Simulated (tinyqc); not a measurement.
Stark shift: quantum well in an electric field by finite differences.

Finite differences on points z_i at the centres of cells of width h: H_ii = (c/h^2)(1/m_(i-1/2) + 1/m_(i+1/2)) + V_i, H_(i,i+1) = -(c/h^2)/m_(i+1/2), where m_(i+1/2) is the mean of the masses at the two points (the end values are repeated outwards), psi = 0 on the points beyond both ends, c = hbar^2/2m0. The field adds e F (z - z0) with z0 the middle of the structure; 1 kV/cm = 1e-5 eV/angstrom.

Constants: hbar^2/2m0 = 3.80998211 eV angstrom^2.

Parameters, chosen for this exercise (out of a larger set: near those of an InGaAs well in InAlAs; not measured data):
- layers = ((52, 0.504, 0.074), (78, 0, 0.0413), (52, 0.504, 0.074)) (each layer: thickness in angstrom, band edge in eV, mass in m0)
- hf = 0.8125 angstrom (cell width of the fine grid)
- Fs = (0, 33.3, 66.7, 100, 133, 167, 200) kV/cm (fields)

Fine grid. Perturbation theory: dE1 = e F z_11 - beta (e F)^2 with beta = sum_j z_1j^2/(E_j - E_1) over the 13 next levels at zero field, z from z0.

Levels against field:
```
F (kV/cm)  E1 (eV)  E2 (eV)  dE1 (meV)  second order (meV)  <z - z0> (angstrom)  E2 - E1 (meV)
0           0.0703   0.2821       0.00                0.00                  0.0          211.8
33.3        0.0700   0.2821      -0.22               -0.22                 -1.3          212.0
66.7        0.0694   0.2821      -0.88               -0.88                 -2.6          212.7
100         0.0683   0.2821      -1.96               -1.97                 -3.9          213.8
133         0.0668   0.2822      -3.46               -3.49                 -5.2          215.3
200         0.0625   0.2821      -7.76               -7.88                 -7.6          219.6
```

Give the missing row, F (kV/cm) = 167.

Computed row:
```
F (kV/cm)  E1 (eV)  E2 (eV)  dE1 (meV)  second order (meV)  <z - z0> (angstrom)  E2 - E1 (meV)
167         0.0648   0.2821      -5.44               -5.50                 -6.4          217.3
```

z_11 = 0.00 angstrom
beta = 1971 angstrom^2/eV

At zero field the state is centred, so the shift starts as F^2; it turns linear only if the state is pulled to one side. At 200 kV/cm E1 has moved by -7.76 meV, where second order gives -7.88 meV; they differ by 1.5 % there. The electron moves by -7.6 angstrom, against the rise of the potential. E2 - E1 grows with the field; the ends are 211.8 and 219.6 meV.

Program tinyqc; command `OMP_NUM_THREADS=1 python tinyqc.py 1252699 1252700 out.jsonl`; about 0.02 s on one thread of a shared Intel(R) Xeon(R) Processor @ 2.30GHz.
